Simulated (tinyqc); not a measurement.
# Via and link resistance from two via chains

Question. A chain of 5000 vias joined by 5000 metal links has R = 5000 (Rv + Rlink), with Rlink proportional to the link length. Find Rv, Rlink for length L, and the value of Rv that the short chain would give if the links were ignored.

resistance of chains of 5000 links with link lengths L and 3 L (ohm): 1.435e5  1.605e5

Solution. R per link is a straight line in the link length; its intercept at zero length is Rv.

Rv = 27.00 ohm
Rlink = 1.700 ohm
Rv without correction = 28.70 ohm

Computed by the program tinyqc: `OMP_NUM_THREADS=1 python tinyqc.py 2750188 2750189 out.jsonl`, one thread of a shared Intel Xeon 2.30GHz, about 0.01 s for the whole run.
